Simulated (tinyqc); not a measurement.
Metal gate on a two-layer dielectric stack with fixed charge and a dipole: two steps of the calculation.

Gate, layer 2, layer 1, p-type semiconductor; x runs from the gate inwards. Charges are counted in units of +q. psi is the band bending at the surface, positive towards inversion. Classical charge, Boltzmann statistics, no interface traps.

Inputs (values chosen for the exercise); band and dielectric values close to those of germanium, layer 1 close to aluminium oxide, layer 2 close to hafnium oxide:
```
symbol,value,unit,meaning
T,300,K,temperature
Eg,0.664,eV,band gap
eps_r,15.7,,relative permittivity
Nc,1.06e19,cm^-3,conduction-band density of states at T
Nv,6.09e18,cm^-3,valence-band density of states at T
chi,4.01,eV,electron affinity
Na,9.8e16,cm^-3,acceptor density
pM,4.14,eV,work function of the gate metal
t1,0.6,nm,"thickness of layer 1, next to the semiconductor"
e1,8.79,,relative permittivity of layer 1
t2,5.2,nm,"thickness of layer 2, next to the gate"
e2,22.6,,relative permittivity of layer 2
Q1,1.2e12,cm^-2,fixed charge at the semiconductor interface
Q2,-2e11,cm^-2,fixed charge between the layers
r1,0,cm^-3,uniform charge density in layer 1
r2,0,cm^-3,uniform charge density in layer 2
Vd,-0.43,V,flat-band shift by a dipole layer between the layers
ps,0.247,V,band bending psi of the working point
```

Constants: q = 1.602176634e-19 C, kB = 1.380649e-23 J/K, Vt = kB T/q, eps0 = 8.8541878128e-14 F/cm where lengths are in cm. Results are converted to the units shown.

Problem 1. Threshold voltage. ni = sqrt(Nc Nv) exp(-Eg/(2 Vt)), Eg in volts, pB = Vt ln(Na/ni), Vth = Vfb + 2 pB + sqrt(4 q eps0 eps_r Na pB)/Cox.

Vfb = -0.91370258 V
Cox = 2.9677395 uF/cm^2

Wanted: ni; pB; depletion charge; Vth.

Solution 1.

ni = 2.1262e13 cm^-3
pB = 0.21808 V
depletion charge = 0.13799 uC/cm^2
Vth = -0.43104 V

Problem 2. Fields and voltage drops. EOT = 3.9 (t1/e1 + t2/e2), Cox = eps0/(t1/e1 + t2/e2); phi_ms = pM - (chi + Eg - Vt ln(Nv/Na)).

Gauss: D = -Qs just inside the semiconductor; going towards the gate subtract q Q1, then q r1 t1, q Q2 and q r2 t2. Field = D/(eps0 e); the drop over a layer is its mean field times its thickness; Vg = phi_ms + Vd + psi + both drops.

Qs = -0.098257922 uC/cm^2

Give: D; field; drop over layer 2; drop over layer 1; Vg.

Solution 2.

```
place                        D (uC/cm^2)  field (MV/cm)
layer 2, gate side              -0.06196        -0.0310
layer 2, inner side             -0.06196        -0.0310
layer 1, outer side             -0.09400        -0.1208
layer 1, semiconductor side     -0.09400        -0.1208
semiconductor surface            0.09826         0.0707
```

drop over layer 2 = -0.01610 V
drop over layer 1 = -0.007247 V
Vg = -0.6336 V

The same Vg follows from Vfb + psi - Qs/Cox. The largest field, 0.121 MV/cm in size, is at: layer 1, outer side.

Numbers from tinyqc (`OMP_NUM_THREADS=1 python tinyqc.py 2010010 2010011 out.jsonl`; about 0.01 s on one thread of a shared Intel Xeon 2.30GHz).
